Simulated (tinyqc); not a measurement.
Extended Hueckel theory, for BeH2, step by step. Computed by tinyqc, a small Python program that keeps every step (integrals from PySCF). Settings: charge = 0, K = 1.75, weighted = 1, multiplicity = 1. Command: `OMP_NUM_THREADS=1 python tinyqc.py 27329 27330 out.jsonl` (the two numbers bound the seeds that draw the settings). One thread of a shared host (Intel(R) Xeon(R) Processor @ 2.60GHz), about 0.01 s of CPU time with the checks.

## Overlaps

Geometry (angstrom):

| atom | x | y | z |
|---|---|---|---|
| Be | 0.000000 | 0.000000 | 0.000000 |
| H | 0.000000 | 1.227000 | 0.082000 |
| H | 0.000000 | -1.227000 | 0.082000 |

Parameters chosen for this run:

| element | shell | Slater exponent | H_ii (eV) |
|---|---|---|---|
| Be | 2s | 0.975000 | -10.000000 |
| Be | 2p | 0.975000 | -6.000000 |
| H | 1s | 1.300000 | -13.600000 |

Slater orbitals, each expanded in six Gaussians scaled to its exponent.

overlap S, lower triangle:
```
           1Be 2s   1Be 2px    1Be 2py   1Be 2pz     2H 1s     3H 1s
1Be 2s   1.000000
1Be 2px  0.000000  1.000000
1Be 2py  0.000000  0.000000   1.000000
1Be 2pz  0.000000  0.000000   0.000000  1.000000
2H 1s    0.488862  0.000000   0.561468  0.037523  1.000000
3H 1s    0.488862  0.000000  -0.561468  0.037523  0.046118  1.000000
```

## Wolfsberg-Helmholz matrix

diagonal H_ii (eV): 1Be 2s -10.000000, 1Be 2px -6.000000, 1Be 2py -6.000000, 1Be 2pz -6.000000, 2H 1s -13.600000, 3H 1s -13.600000

K = 1.750000

H_ij = K' S_ij (H_ii + H_jj)/2 for i != j (the diagonal keeps H_ii), with K' = K + D^2 + D^4 (1 - K), D = (H_ii - H_jj)/(H_ii + H_jj), K = 1.75.

H (eV), lower triangle:
```
             1Be 2s    1Be 2px     1Be 2py    1Be 2pz       2H 1s       3H 1s
1Be 2s   -10.000000
1Be 2px    0.000000  -6.000000
1Be 2py    0.000000   0.000000   -6.000000
1Be 2pz    0.000000   0.000000    0.000000  -6.000000
2H 1s    -10.226886   0.000000  -10.363189  -0.692568  -13.600000
3H 1s    -10.226886   0.000000   10.363189  -0.692568   -1.097614  -13.600000
```

## Orbitals

valence electrons = 4

Solve H C = S C e through S^(-1/2); fill by pairs from the bottom, a degenerate level sharing its electrons equally; each orbital has its largest coefficient positive (the first on a tie).

orbital energies (eV): -15.949034  -14.401221  -6.023818  -6.000000  7.048082  30.013103

occupations: 2.000000  2.000000  0.000000  0.000000  0.000000  0.000000

coefficients:
```
              MO1        MO2        MO3       MO4        MO5        MO6
1Be 2s   0.391230   0.000000  -0.093067  0.000000   1.297594   0.000000
1Be 2px  0.000000   0.000000   0.000000  1.000000   0.000000   0.000000
1Be 2py  0.000000   0.293192   0.000000  0.000000   0.000000   1.692240
1Be 2pz  0.009061   0.000000   0.995397  0.000000   0.118672   0.000000
2H 1s    0.478896   0.540794   0.025408  0.000000  -0.808982  -1.119672
3H 1s    0.478896  -0.540794   0.025408  0.000000  -0.808982   1.119672
```

sum of one-electron energies = -60.700509 eV

## Mulliken analysis

P = C n C^T; charge = valence electrons (Be 2, H 1) minus the sum of (P S)_ii on the atom; overlap population = 2 sum P_ij S_ij between two atoms.

charges: 1Be 0.798672, 2H -0.399336, 3H -0.399336

Overlap populations:

| pair | value |
|---|---|
| 2-1 | 0.723119 |
| 3-1 | 0.723119 |
| 3-2 | -0.011643 |
